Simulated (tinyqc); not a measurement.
Inside a calculation. Method: Jacobi rotations on a symmetric matrix. One step of it, computed by the program tinyqc.

Problem. Jacobi rotation 2. Take the largest off-diagonal element A_pq; tan 2 theta = 2 A_pq / (A_qq - A_pp) with |theta| <= pi/4; A' = J^T A J with J_pp = J_qq = cos, J_pq = sin, J_qp = -sin.

A':
```
           1         2          3
1   1.785000  0.270893  -0.200467
2   0.270893  3.300196   0.000000
3  -0.200467  0.000000   4.689804
```

Give: p, q, theta; A'.

Solution.

p, q, theta (rad): 1.0000  2.0000  0.1717

A':
```
         1        2        3
1   1.7380   0.0000  -0.1975
2   0.0000   3.3472  -0.0343
3  -0.1975  -0.0343   4.6898
```
